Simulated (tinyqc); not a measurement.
From results back to parameters: ellipsoidal valleys in the axes of a wafer and a channel. Four cases, with inputs chosen for the exercise.

Problem. A valley whose axis makes az^2 = 0.222222 with the surface normal has 1/mz = az^2/ml + (1 - az^2)/mt and mz md^2 = ml mt^2. Its confinement and density-of-states masses are given, and ml > mt.

Find: ml mt^2; mt; ml.

Method. Put ml = (mz md^2)/mt^2 into the first relation and solve for mt below (mz md^2)^(1/3), the value at which ml = mt; a scan of that range finds one root.

Case 1.

mz, md (m0): 0.0940864  0.3310498

Solution.

ml mt^2 = 0.010311
mt = 0.074 m0
ml = 1.883 m0

Case 2.

mz, md (m0): 0.0941129  0.3352823

Solution.

ml mt^2 = 0.010580
mt = 0.074 m0
ml = 1.932 m0

Case 3.

mz, md (m0): 0.1026607  0.3200734

Solution.

ml mt^2 = 0.010517
mt = 0.081 m0
ml = 1.603 m0

Case 4.

mz, md (m0): 0.1013747  0.3141267

Solution.

ml mt^2 = 0.010003
mt = 0.080 m0
ml = 1.563 m0

Computed by tinyqc, one run a case: `OMP_NUM_THREADS=1 python tinyqc.py N N+1 out.jsonl` with N = 1850994, 1851054, 1880163, 1880443; one thread of a shared Intel(R) Xeon(R) Processor @ 2.30GHz, about 0.02 s a run at most.
